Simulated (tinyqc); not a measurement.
Raising U: Hubbard ring of 5 sites, mean field against exact. Computed by the program tinyqc. Collinear unrestricted mean field (the lowest of 40 random starts) against exact diagonalisation.

one-body matrix (hopping and site energies) (eV):
```
,1,2,3,4,5
1,0.0000,-1.3600,0.0000,0.0000,-1.3600
2,-1.3600,0.0000,-1.3600,0.0000,0.0000
3,0.0000,-1.3600,0.0000,-1.3600,0.0000
4,0.0000,0.0000,-1.3600,0.0000,-1.3600
5,-1.3600,0.0000,0.0000,-1.3600,0.0000
```

electrons, up and down: 3  2

Exact and mean-field results (eV):
```
U,U/t,E exact,E mean field,mean |n_up - n_down|,"double occupancy, exact",first gap in the sector
0.6800,0.5000,-7.176692,-7.150571,0.2000,0.2215,0.0000
1.3600,1.0000,-6.456661,-6.350488,0.2200,0.2019,0.0000
2.7200,2.0000,-5.222424,-4.803763,0.3353,0.1610,0.0000
4.0800,3.0000,-4.260778,-3.501342,0.6113,0.1227,0.0000
8.1600,6.0000,-2.581118,-1.800144,0.9086,0.0530,0.0000
10.8800,8.0000,-2.009114,-1.354539,0.9492,0.0332,0.0000
16.3200,12.0000,-1.378723,-0.905072,0.9776,0.0161,0.0000
27.2000,20.0000,-0.840362,-0.543658,0.9920,0.0061,0.0000
```

Estimate the missing row, U = 5.44.

Computed row:
```
U          U/t    E exact  E mean field  mean |n_up - n_down|  double occupancy, exact  first gap in the sector
5.4400  4.0000  -3.536111     -2.672933                0.7873                   0.0918                   0.0000
```

In absolute terms mean field is worst at U/t = 4.0, 0.863 eV too high: at small U it is nearly exact, and at large U it misses only exchange-scale energies. Relative to the exact energy its error is 0.4 % at the smallest U, 35 % at most and 35 % at the largest. The double occupancy falls from 0.221 to 0.006; the lowest level is degenerate at every U, so the first gap stays zero.
